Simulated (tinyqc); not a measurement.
# Illuminated p-n diode, drift-diffusion by the Gummel loop with Scharfetter-Gummel fluxes: current against voltage in the dark

Abrupt junction at x = 0, p side from -Lp, n side to Ln, ohmic contacts. psi is counted from the intrinsic level; n = ni exp((psi - phin)/Vt), p = ni exp((phip - psi)/Vt). Contacts: p side psi = V - Vt ln(Na/ni), p = Na, n = ni^2/Na; n side psi = Vt ln(Nd/ni), n = Nd, p = ni^2/Nd. Constant mobilities, D = mu Vt, Boltzmann statistics, SRH recombination through a mid-gap level, U = (n p - ni^2)/(tp (n + ni) + tn (p + ni)). Current is positive from the p contact to the n contact.

ni = sqrt(Nc Nv) exp(-Eg/(2 Vt)), Eg in volts. Poisson and both continuity equations are solved self-consistently with Scharfetter-Gummel fluxes on a graded mesh of 500 nodes. J_scr is q times the integral of U between -xp and xn. Ideal diffusion current J_id = q ni^2 [Dn coth(wp/Le)/(Le Na) + Dp coth(wn/Lh)/(Lh Nd)] (exp(V/Vt) - 1), Le = sqrt(Dn tn), Lh = sqrt(Dp tp), wp = Lp - xp, wn = Ln - xn, with xp and xn from the depletion approximation (W = sqrt(2 eps0 eps_r (Vbi - V)(1/Na + 1/Nd)/q), xp = W Nd/(Na + Nd), xn = W Na/(Na + Nd), Vbi = Vt ln(Na Nd/ni^2)). Ideality factor = 0.004 V/(Vt ln[J(V + 0.004 V)/J(V)]). Here G = 0.

Parameters, values chosen for the exercise; band and dielectric values close to those of silicon:
- T = 350 K (temperature)
- Eg = 1.14 eV (band gap)
- eps_r = 11.6 (relative permittivity)
- Nc = 3.58e19 cm^-3 (conduction-band density of states at T)
- Nv = 3.33e19 cm^-3 (valence-band density of states at T)
- Na = 4.9e15 cm^-3 (acceptor density of the p side)
- Nd = 1.7e17 cm^-3 (donor density of the n side)
- mun = 920 cm^2/(V s) (electron mobility)
- mup = 400 cm^2/(V s) (hole mobility)
- tn = 2e-8 s (SRH lifetime of electrons)
- tp = 1e-10 s (SRH lifetime of holes)
- Lp = 1.6 um (length of the p side)
- Ln = 5.5 um (length of the n side)
- G = 0 cm^-3 s^-1 (uniform generation rate)

Constants: q = 1.602176634e-19 C, kB = 1.380649e-23 J/K, Vt = kB T/q, eps0 = 8.8541878128e-14 F/cm where lengths are in cm. Results are converted to the units shown.

Current against voltage in the dark:
columns A: V (V); B: J (A/cm^2); C: ideality factor; D: J_scr/J (%); E: J_id (A/cm^2); F: share recombining at the contacts (%); G: larger minority/doping at -xp and xn
```
A           B     C     D        E     F        G
0.14  4.37e-4  1.44  91.7  3.69e-5  7.83  2.91e-7
0.2   0.00167  1.52  84.2  2.68e-4  14.9  2.10e-6
0.25  0.00503  1.47  73.0  0.00139  25.5  1.09e-5
0.31   0.0208  1.32  53.2  0.00998  44.1  7.82e-5
0.36   0.0776  1.20  35.1   0.0516  60.9  4.01e-4
0.41    0.325  1.12  20.3    0.266  74.8  0.00204
0.47     2.01  1.07  9.12     1.91  85.1   0.0139
0.52     9.44  1.08  4.27     9.83  89.4   0.0637
0.58     54.4  1.23  1.62     70.1  91.3    0.314
```

J rises from 4.37e-4 to 54.4 A/cm^2; the ideality factor moves up and down between 1.07 and 1.52. Recombination in the depleted layer carries over half of the current up to V = 0.31 V, where the factor is 1.32; it grows roughly as exp(V/2 Vt), so diffusion overtakes it. Where the factor is lowest (V = 0.47 V), J is 5.4 % above the ideal diffusion current. From V = 0.58 V on the minority density at an edge of the layer exceeds a tenth of the doping, and in the last row J is 22 % below the ideal value.

Computed by the program tinyqc: `OMP_NUM_THREADS=1 python tinyqc.py 2240157 2240158 out.jsonl`, one thread of a shared Intel Xeon 2.30GHz, about 0.7 s for the whole run.
